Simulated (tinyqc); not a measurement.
From one set of inputs to another, one input at a time: donor or exciton in a quantum well (variational effective-mass method). Computed by tinyqc, a small Python program. Command: `OMP_NUM_THREADS=1 python tinyqc.py 3024965 3024966 out.jsonl welldonor ladder`. One thread of a shared host (Intel(R) Xeon(R) Processor @ 2.30GHz), about 0.1 s of CPU time with the checks.

H = -nabla^2 - 2/|r - r_i| + V(z) in effective units; trial function psi = f(z) exp(-|r - r_i|/lambda), f the ground state of the well. Mass and screening are the same in well and barrier; l = L/a* is the width in effective units. Bands are flat: no polarisation or applied field.

The inputs printed are set A. Inputs not listed in the table keep their values of set A, so the rows need not describe a real material.

Inputs (values chosen for the exercise, for a model semiconductor):

| quantity | value | unit |
|---|---|---|
| electron mass m | 0.137 | m_0 |
| dielectric constant eps | 8.87 | - |
| well width L | 12 | nm |
| donor position z_i/L from the centre | 0.2 | - |

Centre: donor. Barriers: infinite.

Constants: Ry = 13.605693123 eV; a_0 = 0.529177210903 angstrom.

Method:
- Ry* = Ry m/eps^2, a* = a_0 eps/m; l = L/a*.
- k = pi/l; f = cos(k z) inside and zero outside; subband energy k^2 Ry*.
- Binding E_b(lambda) = -1/lambda^2 + 4 A/(lambda B), with A = int f^2 exp(-2 s/lambda) dz, B = int f^2 exp(-2 s/lambda)(1 + 2 s/lambda) dz and s = |z - z_i|; 40 Gauss-Legendre points on each piece between the walls at z = -l/2 and l/2 and z_i.
- Golden-section search for the maximum over lambda from 0.3 to 4, 40 steps.

Each row keeps all changes above it:

| input moved | from | to | binding energy (meV) | radius lambda a* (nm) | binding in Ry* |
|---|---|---|---|---|---|
| set A | - | - | 29.608 | 3.6526 | 1.2497 |
| dielectric constant eps | 8.87 | 8.93 | 29.270 | 3.6772 | 1.2522 |
| well width L (nm) | 12 | 1.5 | 59.780 | 2.5506 | 2.5575 |
| electron mass m (m_0) | 0.137 | 0.206 | 79.334 | 1.8603 | 2.2572 |
| donor position z_i/L from the centre | 0.2 | 0 | 90.073 | 1.6919 | 2.5628 |

Binding energy goes from 29.6 to 90.1, a factor 3.04 in all. The largest single move comes from well width L (a factor 2.04). Radius lambda a* goes from 3.65 to 1.69, a factor 0.463 in all. The largest single move comes from well width L (a factor 0.694). Binding in Ry* goes from 1.25 to 2.56, a factor 2.05 in all. The largest single move comes from well width L (a factor 2.04), and electron mass m works against it (a factor 0.883). The single moves hold for this order of the switches; the total does not depend on the order.

Caution (rows well width L, electron mass m, donor position z_i/L from the centre): so narrow a well has large confinement energy, where non-parabolicity and barrier penetration matter.

Extremes, crossings and ranges named in words are read from the listed rows.
